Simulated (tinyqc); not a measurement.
# Screening length from the swing

Problem. In a simple model of a Schottky-barrier transistor a barrier thinner than d = 2.4 nm is transparent, so the effective barrier is pn - psi (1 - exp(-d/lam)) and the swing beyond flat band is Vt ln 10/(1 - exp(-d/lam)). Find the thermionic swing, lam, and the effective barrier at psi = 0.2 V.

Values chosen for this exercise: temperature T = 300 K; barrier for electrons at both contacts pn = 0.42 eV.

Constants: q = 1.602176634e-19 C, kB = 1.380649e-23 J/K, Vt = kB T/q. Results are converted to the units shown.

swing in the tunnelling range = 124.72843 mV/decade

Answer. The ratio of the two swings is 1 - exp(-d/lam).

Vt ln 10 = 59.5 mV/decade
lam = 3.70 nm
effective barrier = 0.325 eV

Program tinyqc, `OMP_NUM_THREADS=1 python tinyqc.py 2390045 2390046 out.jsonl`; Intel Xeon 2.30GHz, shared host, one thread, about 0.5 s.
